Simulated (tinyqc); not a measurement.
Inside a calculation. Method: harmonic frequencies on the UHF/3-21g surface (energies and gradients from PySCF), for H2+, spin multiplicity 2. One step of it, computed by the program tinyqc.

Question. Normal modes. Diagonalise H_ij / sqrt(m_i m_j); the 5 smallest eigenvalues belong to translations and rotations; wavenumber = sqrt(eigenvalue / 1822.888) x 219474.63; each mode has its largest component positive (the first on a tie); zero-point energy = sum of wavenumbers / 2, with 349.755 1/cm per kcal/mol.

Hessian (symmetrised) (hartree/bohr^2), lower triangle:
```
             1Hx          1Hy          1Hz          2Hx          2Hy         2Hz
1Hx  -0.00000073
1Hy   0.00000000  -0.00000073
1Hz   0.00000000   0.00000000   0.08176584
2Hx   0.00000073   0.00000000   0.00000000  -0.00000073
2Hy   0.00000000   0.00000073   0.00000000   0.00000000  -0.00000073
2Hz   0.00000000   0.00000000  -0.08176584   0.00000000   0.00000000  0.08176584
```

masses (u): 1H 1.007825, 2H 1.007825

Give: eigenvalues of the mass-weighted Hessian; harmonic wavenumbers of the vibrations; mass-weighted modes; zero-point energy.

Answer.

eigenvalues of the mass-weighted Hessian (hartree/(bohr^2 u)): 0.0000  0.0000  0.0000  0.0000  0.0000  0.1623

harmonic wavenumbers of the vibrations (1/cm): 2070.7

mass-weighted modes:
```
      mode 1
1Hx   0.0000
1Hy   0.0000
1Hz   0.7071
2Hx   0.0000
2Hy   0.0000
2Hz  -0.7071
```

zero-point energy = 2.9602 kcal/mol
